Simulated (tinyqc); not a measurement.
Worked calculation: regular and subregular solution with a miscibility gap. Computed by tinyqc, a small Python program that keeps every step. Command: `OMP_NUM_THREADS=1 python tinyqc.py 3023020 3023021 out.jsonl regsol walk`. One thread of a shared host (Intel(R) Xeon(R) Processor @ 2.30GHz), about 0.02 s of CPU time with the checks. Intermediate numbers are printed to about 7 digits and carried at full precision; extremes and crossings named in words are read from the listed rows.

Per mole of mixing sites: G(x) = x (1 - x) [L0 + L1 (1 - 2x)] + R T [x ln x + (1 - x) ln(1 - x)], x the fraction of B.

Inputs (values chosen for the exercise, for a model alloy):

| quantity | value | unit |
|---|---|---|
| interaction L0 | 10.8 | kJ/mol |
| size misfit eta = d ln a/dx | 0.032 | - |
| asymmetry L1 | 0 | kJ/mol |
| temperature T | 453 | K |
| overall fraction x0 | 0.36 | - |
| coherency modulus Y | 172 | GPa |
| molar volume V_m | 25.7 | cm^3/mol |
| gradient coefficient kappa | 7.2e-10 | J/m |
| start value s0 | 0.02 | - |

Source of L0: given.

Constants: R = 8.314462618 J/(mol K).

## Interaction parameter

L0 and eta are given.

L0 = 10.8 kJ/mol

eta = 0.032

## G, chemical potentials and activities

G' = L0 (1 - 2x) + L1 (1 - 6x + 6x^2) + R T ln[x/(1 - x)]; G'' = -2 L0 - 6 L1 (1 - 2x) + R T/[x (1 - x)]. mu_A = G - x G', mu_B = G + (1 - x) G', activity = exp(mu/(R T)).

G, G'' and activities at x = 0.02, 0.1, 0.2, 0.35, 0.5, 0.65, 0.8, 0.9, 0.98:

| x | G (kJ/mol) | G'' (kJ/mol) | activity of A | activity of B |
|---|---|---|---|---|
| 0.02 | -0.1575796 | 170.5659 | 0.981125 | 0.314066 |
| 0.10 | -0.2524093 | 20.2495 | 0.926180 | 1.020227 |
| 0.20 | -0.1567415 | 1.9403 | 0.897227 | 1.253214 |
| 0.35 | 0.0184236 | -5.0442 | 0.923556 | 1.175464 |
| 0.50 | 0.0892947 | -6.5342 | 1.023991 | 1.023991 |
| 0.65 | 0.0184236 | -5.0442 | 1.175464 | 0.923556 |
| 0.80 | -0.1567415 | 1.9403 | 1.253214 | 0.897227 |
| 0.90 | -0.2524093 | 20.2495 | 1.020227 | 0.926180 |
| 0.98 | -0.1575796 | 170.5659 | 0.314066 | 0.981125 |

G'' is negative at 3 of the nine compositions (0.35, 0.5, 0.65), where the solution is unstable.

## Critical point

The spinodal is G'' = 0, R T_s(x) = x (1 - x) [2 L0 + 6 L1 (1 - 2x)]; the critical point is its maximum.

critical composition x_c = 0.5

critical temperature T_c = 649.4707 K

With L1 = 0 this is x_c = 1/2 and T_c = L0/(2 R).

## Spinodal at T

Solve G'' = 0 on each side of x_c.

spinodal x_s1 = 0.2249959

spinodal x_s2 = 0.7750041

## First Newton step for the common tangent

Common tangent: F1 = G'(x1) - G'(x2) = 0 and F2 = [G - x G'](x1) - [G - x G'](x2) = 0. Newton step: J = [[G''(x1), -G''(x2)], [-x1 G''(x1), x2 G''(x2)]], J dx = -F; a step that would leave 0 < x < 1 is halved until it stays inside. The start is x1 = s0, x2 = 1 - s0.

F (kJ/mol): F1 -8.580705, F2 4.290353

J (kJ/mol):
```
          1          2
1  170.5659  -170.5659
2   -3.4113   167.1546
```

new (x1, x2): 0.0451536  0.9548464

## Binodal by Newton steps

Stop when the step is below 1e-12, or when x1 and x2 meet within 1e-5; residuals under 1e-7 are shown as 0.

Iteration:

| step | x1 | x2 | F1 (kJ/mol) | F2 (kJ/mol) |
|---|---|---|---|---|
| 1 | 0.02000000 | 0.9800000 | -8.580705e+00 | 4.290353e+00 |
| 2 | 0.04515364 | 0.9548464 | -3.337137e+00 | 1.668569e+00 |
| 3 | 0.07052775 | 0.9294722 | -8.712233e-01 | 4.356116e-01 |
| 4 | 0.08267665 | 0.9173234 | -9.973464e-02 | 4.986732e-02 |
| 5 | 0.08445367 | 0.9155463 | -1.701318e-03 | 8.506592e-04 |
| 6 | 0.08448504 | 0.9155150 | -5.153145e-07 | 2.576572e-07 |
| 7 | 0.08448505 | 0.9155149 | 0 | 0 |

solubility limit x1 = 0.08448505

solubility limit x2 = 0.9155149

Converged: the gap runs from 0.08449 to 0.9155, outside the spinodal as it must.

## Lever rule at x0

Inside the gap the B-rich phase has the fraction f = (x0 - x1)/(x2 - x1), and the gain is (1 - f) G(x1) + f G(x2) - G(x0); outside it one phase remains.

fraction f of the B-rich phase = 0.3315343

free energy of decomposition = -282.6240 J/mol

x0 lies inside the chemical spinodal: coherency strain aside, small waves of composition grow without a barrier.

## Fastest-growing wave

Linear Cahn-Hilliard theory, coherency strain left out, with energy density G/V_m + kappa (grad x)^2: the rate goes as -k^2 (G''/V_m + 2 kappa k^2), so k_c^2 = -G''/(2 kappa V_m), the fastest wave has k_m = k_c/sqrt(2) and length 2 pi/k_m.

G''(x0) = -5.252554 kJ/mol

k_c = 0.3767363 1/nm

fastest wavelength = 23.58617 nm

## Coherent spinodal

If the lattice stays coherent, G'' gains 2 eta^2 Y V_m (eta = d ln a/dx, Y the biaxial modulus, E/(1 - nu) if isotropic), which is L0 replaced by L0 - eta^2 Y V_m (1 GPa cm^3/mol = 1 kJ/mol); the program reports 0 if the result is not positive.

eta^2 Y V_m = 4.526490 kJ/mol

top of the coherent spinodal = 377.2649 K

Coherency strain lowers the top by 272 K, below T: a coherent alloy is stable against small waves at this T.

## The phase diagram

For this table each start is x_s1/6 and 1 - (1 - x_s2)/6. The dilute estimate of x1 is exp(-(L0 + L1)/(R T)).

Binodal and spinodal:

| T (K) | binodal x1 | spinodal x_s1 | spinodal x_s2 | binodal x2 | dilute estimate of x1 |
|---|---|---|---|---|---|
| 260 | 0.007218971 | 0.1128069 | 0.8871931 | 0.9927810 | 0.006765436 |
| 325 | 0.02132595 | 0.1465907 | 0.8534093 | 0.9786741 | 0.01837539 |
| 390 | 0.04648840 | 0.1839656 | 0.8160344 | 0.9535116 | 0.03577095 |
| 455 | 0.08595657 | 0.2263992 | 0.7736008 | 0.9140434 | 0.05756639 |
| 520 | 0.1452654 | 0.2767580 | 0.7232420 | 0.8547346 | 0.08225227 |
| 585 | 0.2381676 | 0.3424670 | 0.6575330 | 0.7618324 | 0.1085643 |
| 623 | 0.3280333 | 0.3990577 | 0.6009423 | 0.6719667 | 0.1243098 |

The dilute estimate is 0.94 of x1 at the lowest T and 0.38 at the highest: it drops the pull of the other solutes and the impurity of the second phase. Near the top the binodal is 1.70 times as wide as the spinodal; the mean-field limit at T_c is sqrt(3) = 1.73.

Checks made by the program: binodal against the lower hull of G on 40001 points (relative difference 1e-05).
